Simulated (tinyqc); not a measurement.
# Worked calculation: resistance of a tapered via with liner, size effect and interface

Numbers from tinyqc (`OMP_NUM_THREADS=1 python tinyqc.py 2750064 2750065 out.jsonl`; about 0.01 s on one thread of a shared Intel Xeon 2.30GHz). Printed values are rounded.

A round via whose diameter grows from db at the bottom as D(z) = db + 2 z/tan(ang). The fill, of diameter D - 2 tl, starts above the bottom liner (thickness fb tl) and has rho = rho0 (1 + ks lam/(D - 2 tl)); the sidewall liner conducts in parallel with it. The bottom liner and the interface are crossed over the full area pi db^2/4. Spreading in the lines above and below is left out.

Parameters, values chosen for the exercise; fill metal close to ruthenium:
- db = 12 nm (diameter at the bottom)
- hv = 21 nm (height)
- ang = 88 degrees (sidewall angle)
- rho0 = 7.75 uohm cm (bulk resistivity of the fill)
- lam = 6.49 nm (mean free path of the fill)
- ks = 1.4 (size-effect factor)
- tl = 0.6 nm (liner on the sidewall)
- fb = 0.7 (liner at the bottom over that on the sidewall)
- rl = 230 uohm cm (resistivity of the liner)
- ri = 4.2e-12 ohm cm^2 (interface resistivity at the bottom)
- Sb = 1.5e15 S/m^2 (ballistic conductance per area, about 3/(4 rho0 lam))

## Slices of the via

Slices between z0 = fb tl and hv, evaluated at their midpoints: conductance per length pi/4 [(D - 2 tl)^2/rho + (D^2 - (D - 2 tl)^2)/rl], slice resistance = slice height over that. 9 slices.

```
slice   z (nm)   D (nm)  rho (uohm cm)  slice resistance (ohm)
0      1.56333  12.1092        14.2048                 3.42596
1         3.85  12.2689        14.1117                 3.30700
2      6.13667  12.4286        14.0212                 3.19393
3      8.42333  12.5883        13.9332                 3.08638
4        10.71  12.7480        13.8477                 2.98400
5      12.9967  12.9077        13.7645                 2.88646
6      15.2833  13.0674        13.6836                 2.79348
7        17.57  13.2271        13.6048                 2.70479
8      19.8567  13.3868        13.5281                 2.62013
```

## Total resistance

R_fill = sum of the slices; R_bottom = rl fb tl/(pi db^2/4); R_interface = ri/(pi db^2/4); ballistic (Sharvin) limit 1/(Sb pi (db - 2 tl)^2/4); ideal cylinder rho0 hv/(pi db^2/4).

parts (ohm): fill 27.0021, bottom liner 8.54132, interface 3.71362
R = 39.2571 ohm
shares (%): fill 68.7829, bottom liner 21.7574, interface 9.4597
ballistic limit = 7.27732 ohm
ideal cylinder = 14.3903 ohm

The fill is the largest part, and R is 2.73 times the ideal cylinder. With 2000 slices R = 39.259 ohm.
